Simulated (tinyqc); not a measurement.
p-n diode with diffusion and depletion-layer recombination: currents and ideality against junction voltage.

Abrupt junction in the depletion approximation, low injection, full ionisation, neutral widths fixed, ohmic contact on the p side. Vj is the junction voltage; where a series resistance Rs is given, V = Vj + J Rs is the terminal voltage.

ni = sqrt(Nc Nv) exp(-Eg/(2 Vt)), Eg in volts; D = mu Vt; Ln = sqrt(Dn tn), Lp = sqrt(Dp tp); J0n = q ni^2 Dn coth(wp/Ln)/(Ln Na); J0p = (q ni^2 Dp/(Lp Nd)) (s + tanh(wn/Lp))/(1 + s tanh(wn/Lp)), s = Sp Lp/Dp. J_diff = (J0n + J0p)(exp(Vj/Vt) - 1). Vbi = Vt ln(Na Nd/ni^2), W = sqrt(2 eps0 eps_r (Vbi - Vj)(1/Na + 1/Nd)/q), xp = W Nd/(Na + Nd), xn = W Na/(Na + Nd); u(x) = q Na (x + xp)^2/(2 eps0 eps_r) for x < 0 and Vbi - Vj - q Nd (xn - x)^2/(2 eps0 eps_r) for x > 0; p = Na exp(-u/Vt), n = Nd exp((u - Vbi + Vj)/Vt); U = ni^2 (exp(Vj/Vt) - 1)/(tp (n + ni exp(Et/Vt)) + tn (p + ni exp(-Et/Vt))); J_scr = q times the integral of U from -xp to xn. J = J_diff + J_scr. Ideality = (1/Vt) dVj/d ln J or (1/Vt) dV/d ln J; last column ni^2 exp(Vj/Vt)/N^2.

Values chosen for this exercise; band and dielectric values close to those of germanium:
```
symbol    value        unit                                  meaning
T           300           K                              temperature
Eg        0.656          eV                                 band gap
eps_r      15.9                                relative permittivity
Nc      1.02e19       cm^-3   conduction-band density of states at T
Nv      6.04e18       cm^-3      valence-band density of states at T
Na       5.7e16       cm^-3                         acceptor density
Nd       2.8e17       cm^-3                            donor density
mun        2500  cm^2/(V s)          electron mobility in the p side
mup         830  cm^2/(V s)              hole mobility in the n side
tn         2e-9           s                        electron lifetime
tp         5e-8           s                            hole lifetime
wp         0.27          um              neutral width of the p side
wn          6.1          um              neutral width of the n side
Sp          1e7        cm/s  recombination velocity at the n contact
Rs      0.00013    ohm cm^2                        series resistance
Et            0          eV     trap level above the intrinsic level
```

Constants: q = 1.602176634e-19 C, kB = 1.380649e-23 J/K, Vt = kB T/q, eps0 = 8.8541878128e-14 F/cm where lengths are in cm. Results are converted to the units shown.

Currents and ideality against junction voltage:
columns A: Vj (V); B: J_diff (A/cm^2); C: J_scr (A/cm^2); D: J (A/cm^2); E: V (V); F: ideality against Vj; G: ideality against V; H: minority/doping, lighter side
```
A          B         C       D       E       F       G         H
0.12  0.4085  0.004140  0.4126  0.1201  0.9939  0.9960  1.877e-5
0.14  0.8901  0.006788  0.8969  0.1401  0.9984   1.003  4.069e-5
0.16   1.934   0.01102   1.945  0.1603   1.000   1.010  8.820e-5
0.18   4.197   0.01777   4.215  0.1805   1.001   1.022  1.912e-4
0.2    9.102   0.02855   9.131  0.2012   1.001   1.047  4.144e-4
0.22   19.73   0.04562   19.78  0.2226   1.001   1.100  8.983e-4
0.25   62.99   0.09029   63.08  0.2582   1.001   1.318  0.002867
0.27   136.5    0.1382   136.7  0.2878   1.000   1.688  0.006214
0.29   296.0    0.2019   296.2  0.3285   1.000   2.490   0.01347
```

What does the table show?

The ideality against Vj goes from 0.9939 through a maximum of 1.001 (at Vj = 0.2 V among the rows listed) to 1.000. Diffusion is the larger current in every row. J_scr alone has an ideality of 1.56 between the first two rows and 2.04 between the last two. From Vj = 0.25 V the series resistance raises the terminal ideality by over a tenth; there J Rs = 0.32 Vt.

Computed by the program tinyqc: `OMP_NUM_THREADS=1 python tinyqc.py 2260014 2260015 out.jsonl`, one thread of a shared Intel Xeon 2.30GHz, about 0.01 s for the whole run.
